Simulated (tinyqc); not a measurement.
Conversion gain and read noise from the photon-transfer curve.

Question. Temporal variance = CG x mean output + vn^2 (dark signal removed), CG = q As/Cf. Find CG, vn, the read noise in electrons and Cf.

Values chosen for this exercise:
- As = 0.86 (source-follower gain)

Constants: q = 1.602176634e-19 C. Results are converted to the units shown.

temporal variance at mean outputs of 52 and 310 mV (mV^2): 11.22760923  66.77307041

Answer. Poisson statistics make the slope equal to CG; the intercept is vn^2.

CG = 215.3 uV/electron
vn = 180.0 uV
read noise = 0.8361 electrons
Cf = 0.6400 fF

tinyqc, about 0.01 s, one thread, Intel Xeon 2.30GHz (shared host): `OMP_NUM_THREADS=1 python tinyqc.py 2630057 2630058 out.jsonl`
